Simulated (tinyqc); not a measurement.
Density of states of one tight-binding band of a chain: one step. Histogram.

Values chosen for the exercise: bins = 6 (bins of the histogram); E_lo = -2.413 eV (lower end of the histogram); E_hi = 2.817 eV (upper end).

Distinct energies:

| E_k (eV) | points |
|---|---|
| -2.320000 | 1 |
| -1.996919 | 2 |
| -0.985248 | 2 |
| 0.596919 | 2 |
| 2.145248 | 2 |
| 2.800000 | 1 |

Task: Count the points in equal bins from E_lo to E_hi; g = count/(all points x bin width).

Give: Histogram.

Result:

Histogram:

| from (eV) | to (eV) | points | g (1/eV) |
|---|---|---|---|
| -2.4130 | -1.5413 | 3 | 0.3442 |
| -1.5413 | -0.6697 | 2 | 0.2294 |
| -0.6697 | 0.2020 | 0 | 0.0000 |
| 0.2020 | 1.0737 | 2 | 0.2294 |
| 1.0737 | 1.9453 | 0 | 0.0000 |
| 1.9453 | 2.8170 | 3 | 0.3442 |

Empty bins: 2 of 6; the fullest holds 3 points. Empty bins inside the band come from the coarse mesh, not from gaps.

(tinyqc, `OMP_NUM_THREADS=1 python tinyqc.py 1681181 1681182 out.jsonl`, Intel(R) Xeon(R) Processor @ 2.30GHz, 1 thread, shared host, about 0.01 s.)
